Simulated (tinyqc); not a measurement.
Worked calculation: Hubbard ring of 3 sites. Computed by tinyqc, a small Python program that keeps every step. Settings: hopping = 1.51, U = 11.6, mixing = 0.2, iteration cap = 54. Command: `OMP_NUM_THREADS=1 python tinyqc.py 23643 23644 out.jsonl` (the two numbers bound the seeds that draw the settings). One thread of a shared host (Intel(R) Xeon(R) Processor @ 2.60GHz), about 0.2 s of CPU time with the checks.

one-body matrix (hopping and site energies) (eV), order 1, 2, 3:
```
[[-0.960000, -1.510000, -1.510000],
 [-1.510000, 0.450000, -1.510000],
 [-1.510000, -1.510000, 0.950000]]
```

U = 11.600000 eV

electrons, up and down: [1, 1]

n(up) at the start (a guess, not normalised): [0.633000, 0.033000, 0.633000]

n(down) at the start (a guess): [0.033000, 0.633000, 0.033000]

Each step fills the lowest levels of T + U n(other spin) and sets n(new) = n + mixing (n(out) - n); stop when output and input agree to 1e-8.

Course of the cycle:
```
iteration       E (eV)  largest |n(out) - n(in)|  mean |n_up - n_down|
1          -2.54786373                  3.84e-01              0.554236
2          -2.60420123                  3.02e-01              0.550225
3          -2.64607212                  2.40e-01              0.544971
4          -2.67801384                  1.93e-01              0.539135
5          -2.70328443                  1.59e-01              0.533144
6          -2.72412804                  1.33e-01              0.527238
7          -2.74200812                  1.13e-01              0.521527
8          -2.75783423                  9.84e-02              0.516037
9          -2.77215354                  8.68e-02              0.510753
10         -2.78529090                  7.77e-02              0.505643
11         -2.79744086                  7.03e-02              0.500668
...                ...                       ...                   ...
44         -2.92880460                  1.55e-02              0.551167
45         -2.92922894                  1.47e-02              0.551696
46         -2.92960452                  1.39e-02              0.552183
47         -2.92993676                  1.32e-02              0.552631
48         -2.93023050                  1.25e-02              0.553044
49         -2.93049009                  1.18e-02              0.553425
50         -2.93071940                  1.11e-02              0.553776
51         -2.93092188                  1.05e-02              0.554099
52         -2.93110061                  9.90e-03              0.554397
53         -2.93125831                  9.34e-03              0.554672
54         -2.93139743                  8.80e-03              0.554926
```

Can the last value be used, and what does the course show?

Not by the stop rule. Not converged within 54 iterations: the residual falls steadily but slowly, by a factor of about 0.95 a step. The lowest mean-field energy found from random starts is -2.93242 eV. Reruns (cap 100 unless said): mixing 0.5: not converged; mixing 0.9: converged in 53 (E = -2.93242); the original settings with a cap of 400: converged in 267 (E = -2.93242).
